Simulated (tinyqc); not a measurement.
# From <S_z> back to exchange J1

Model: Heisenberg spin cluster by exact diagonalisation: multiplets, susceptibility, level crossings. Computed by tinyqc, a small Python program. Command: `OMP_NUM_THREADS=1 python tinyqc.py 3010072 3010073 out.jsonl spincl inv`. One thread of a shared host (Intel(R) Xeon(R) Processor @ 2.30GHz), about 0.01 s of CPU time with the checks.

H = J1 sum S_i.S_j over the bonds 1-2, 2-3 + J2 sum over 1-3 - g mu_B B S_z; J > 0 is antiferromagnetic.

Inputs (values chosen for the exercise, for a model cluster): exchange J2 = -3.3 meV; g factor = 1.97; temperature T = 55 K; field B = 0.85 T.

Cluster: triangle, two J1 bonds and one J2 bond. Spin s of each site: 0.5.

Constants: k_B = 8.617333262e-05 eV/K; mu_B = 5.7883818060e-05 eV/T.

Method. Every multiplet has one member in the block S_z = 0.5; diagonalise it and read the total spin from <S^2> = S (S + 1). Each multiplet splits as E - g mu_B B m; <S_z> is the Boltzmann mean. The first level crossing is at the smallest (E_S - E_0)/(g mu_B (S - S_0)) over higher spins (0 if the ground state has the highest spin).

Task: A run gave the result below. Find the exchange J1, known to lie between 3.2 and 6.9 meV.

<S_z> = 0.0106892

Result:

Each step takes the trial c = (a f_b - b f_a)/(f_b - f_a), f being the result less the target and a, b, c the logarithms of the listed values; c replaces end b, the old b replaces a if the sign of f changed, and otherwise f_a is halved.

Scan of the range:
```
exchange J1 (meV)      <S_z>
3.20               0.0126148
3.64               0.0120492
4.13               0.0114381
4.70               0.0107585
5.34               0.0100433
6.07               0.0092973
6.90               0.0085463
```

False position (Illinois rule, in the logarithm of the input) inside the bracket:
```
step    end a    end b    trial      <S_z>
1     4.70000  5.34000  4.75851  0.0106909
2     5.34000  4.75851  4.75996  0.0106892
3     5.34000  4.75996  4.76004  0.0106892
4     4.75996  4.76004  4.76000  0.0106892
```

<S_z> falls at every point of a 13-point scan of the range (every second point is shown), so one value fits; it is bracketed by 4.70 and 5.34. Answer: exchange J1 = 4.760 meV.
